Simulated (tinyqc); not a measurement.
What the anneal budget does: two-dimensional dopant profile at a mask edge: lateral junction, overlap and effective channel length. Computed by tinyqc, a small Python program. Command: `OMP_NUM_THREADS=1 python tinyqc.py 3013746 3013747 out.jsonl lateral walk`. One thread of a shared host (Intel(R) Xeon(R) Processor @ 2.30GHz), about 0.01 s of CPU time with the checks.

Ions enter for y < 0; the mask (spacer, then gate) covers y > 0. x is the depth. The surface reflects dopant during the anneal.

Inputs (values chosen for the exercise, modelled on a source-drain extension in silicon):
```
quantity               value    unit
dose Q                 9e+14  1/cm^2
projected range R_p      5.5      nm
vertical straggle        1.7      nm
lateral straggle         1.5      nm
anneal budget D t    4.6e-14    cm^2
channel doping C_B   1.5e+17  1/cm^3
gate length L_g           54      nm
offset spacer              4      nm
```

Method:
- Widths s_x^2 = (vertical straggle)^2 + 2 D t, s_y^2 = (lateral straggle)^2 + 2 D t. C(x, y) = V(x) (1/2) erfc(y/(sqrt2 s_y)), V(x) = Q/(sqrt(2 pi) s_x) [exp(-(x - R_p)^2/(2 s_x^2)) + exp(-(x + R_p)^2/(2 s_x^2))]; 1 nm = 1e-7 cm.
- The lateral junction at depth x solves C = C_B: y_j(x) = sqrt2 s_y erfc^-1(2 C_B/V(x)). Overlap under the gate = y_j(0) - spacer; metallurgical channel L_met = L_g - 2 overlap (tails from the two sides are not added).
- x_j solves V(x) = C_B. Budgets are multiples of the given D t (at 0 the mirror term is kept, which overstates V(0) as implanted); those with V(0) not above 2.5 C_B are left out.

Junctions (nm):
```
multiple     s_x     s_y     x_j  y_j(0)  y_j/x_j    L_met
0.0        1.700   1.500  12.931   3.713  0.28714   54.574
0.1        1.952   1.780  13.970   5.081  0.36372   51.838
0.3        2.377   2.238  15.706   7.131  0.45401   47.739
1.0        3.477   3.384  20.118  11.765  0.58479   38.471
2.0        4.614   4.544  24.585  16.110  0.65530   29.779
4.0        6.300   6.249  31.080  22.184  0.71377   17.633
8.0        8.746   8.709  40.303  30.584  0.75885    0.832
16.0      12.251  12.225  53.256  42.144  0.79135  -22.288
```

What follows from these numbers?

The ratio y_j/x_j goes from 0.29 to 0.79: as implanted, x_j includes R_p and y_j only the lateral straggle; after long diffusion both scale roughly with sqrt(D t) as long as V(0) stays far above C_B, and the ratio stays below 1 because the edge starts from half the concentration and an erfc falls faster than the Gaussian. L_met is negative in the rows beyond a multiple of 8: source and drain merge.
